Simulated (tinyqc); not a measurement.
Long-channel MOSFET, surface-potential model: two steps of the calculation.

n-channel transistor on a uniformly doped p-type body, gradual-channel approximation, constant mobility, Boltzmann statistics, full ionisation. Potentials are counted from the neutral body; V is the electron quasi-Fermi potential, Vsb at the source and Vsb + Vds at the drain. Charges are magnitudes per area.

Inputs (values chosen for the exercise); material values those of a made-up semiconductor: temperature T = 300 K; flat-band voltage Vfb = -0.75 V; channel mobility mu = 200 cm^2/(V s); gate width W = 5 um; gate length L = 5 um; source-body reverse bias Vsb = 0 V; gate-source voltage Vgs = 1.29 V; drain-source voltage Vds = 2 V.

Constants: q = 1.602176634e-19 C, kB = 1.380649e-23 J/K, Vt = kB T/q. Results are converted to the units shown.

Problem 1. Inversion charge along the channel. The surface potential psi at channel potential V solves Vgs + Vsb - Vfb - psi = gamma sqrt(G), G = psi - Vt + Vt exp((psi - 2 phiF - V)/Vt). Charge sheet: Qi = Cox gamma [sqrt(G) - sqrt(psi - Vt)]. Pao-Sah: Qi = (Cox gamma/2) integral from 3 Vt to psi of exp((u - 2 phiF - V)/Vt)/sqrt(G(u, V)) du.

V, point 0 to 6 (V): 0  0.33333333  0.66666667  1  1.3333333  1.6666667  2
phiF = 0.54065728 V
Cox = 0.72905759 uF/cm^2
gamma = 0.58336887 V^0.5

Find: psi; Qi, charge sheet; Qi, Pao-Sah.

Solution 1.

```
point  psi (V)  Qi, charge sheet (nC/cm^2)  Qi, Pao-Sah (nC/cm^2)
0        1.177                       173.0                  174.9
1        1.364                      0.6745                 0.6812
2        1.365                    1.745e-6               1.763e-6
3        1.365                   4.386e-12              4.430e-12
4        1.365                   1.102e-17              1.113e-17
5        1.365                   2.771e-23              2.798e-23
6        1.365                   6.964e-29              7.033e-29
```

At the source the charge-sheet charge is 1.1 % below the Pao-Sah one.

Problem 2. Pao-Sah current by Simpson's rule. I = mu (W/L) integral of Qi dV; Simpson's rule on the 7 points, step Vds/6, weights 1, 4, 2, ..., 4, 1 times step/3.

Qi, Pao-Sah, point 0 to 6 (nC/cm^2): 174.89531  0.68124712  1.7625497e-6  4.4298382e-12  1.1133567e-17  2.7982130e-23  7.0327834e-29

Wanted: Pao-Sah current.

Solution 2.

Pao-Sah current = 3.9471 uA

Gauss-Legendre quadrature on many points gives 4.228 uA, so this value is 6.6 % below it; the charge-sheet current, 4.142 uA, is 2.0 % below it.

Computed by the program tinyqc: `OMP_NUM_THREADS=1 python tinyqc.py 2360091 2360092 out.jsonl`, one thread of a shared Intel Xeon 2.30GHz, about 0.03 s for the whole run.
